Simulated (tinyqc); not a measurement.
From results back to parameters: core-shell quantum dot (spherical envelope functions). Three cases, with inputs chosen for the exercise.

Problem. The lowest electron level was computed from a hidden shell thickness H.

Parabolic bands; strain and other valleys are left out. s states, u = r psi, hard wall at R + H, c = hbar^2/2m0, energies from the band edges of the core. Core: u = sin(k1 r)/k1, k1 = sqrt(m1 E/c). At R, psi and psi'/m are continuous, so u is continuous and its slope in the shell is s = u/R + (m2/m1)(u' - u/R). Shell: u(R + x) = u(R) cos(k2 x) + s sin(k2 x)/k2, k2 = sqrt(m2 (E - V)/c); for negative arguments the functions turn into sinh and cosh. A level has u(R + H) = 0.

Constants: hbar^2/2m0 = 3.80998211 eV angstrom^2.

Find: u(R); s; H.

Case 1.

Values chosen (near those of an InAs/InP core-shell dot; shifted at random, so the results belong to these values and not to a real crystal):
- R = 36 angstrom (core radius)
- Vc = 0.49 eV (conduction edge of the shell above that of the core)
- me1 = 0.029 m0 (electron, core)
- me2 = 0.078 m0 (electron, shell)

E_e = 0.3169553 eV

Solution.

u(R) = 19.964 angstrom
s = -1.4646
H = 19.0 angstrom

u(R) and s follow from E_e; u(R + H) = 0 gives tanh(kappa H) = -kappa u(R)/s.

Case 2.

Values chosen (near those of a CdTe/CdSe core-shell dot; shifted at random, so the results belong to these values and not to a real crystal):
- R = 37 angstrom (core radius)
- Vc = -0.32 eV (conduction edge of the shell above that of the core)
- me1 = 0.104 m0 (electron, core)
- me2 = 0.134 m0 (electron, shell)

E_e = 0.0802349 eV

Solution.

u(R) = 21.092 angstrom
s = -0.3707
H = 12.0 angstrom

u(R) and s follow from E_e; u(R + H) = 0 gives tan(k2 H) = -k2 u(R)/s, with the first positive root.

Case 3.

Values chosen (near those of a GaAs/AlGaAs core-shell dot; shifted at random, so the results belong to these values and not to a real crystal):
- R = 16 angstrom (core radius)
- Vc = 0.261 eV (conduction edge of the shell above that of the core)
- me1 = 0.065 m0 (electron, core)
- me2 = 0.091 m0 (electron, shell)

E_e = 0.4350498 eV

Solution.

u(R) = 11.393 angstrom
s = -0.0172
H = 24.0 angstrom

u(R) and s follow from E_e; u(R + H) = 0 gives tan(k2 H) = -k2 u(R)/s, with the first positive root.

Computed by tinyqc, one run a case: `OMP_NUM_THREADS=1 python tinyqc.py N N+1 out.jsonl` with N = 1251315, 1251316, 1251363; one thread of a shared Intel(R) Xeon(R) Processor @ 2.30GHz, about 0.06 s a run at most.
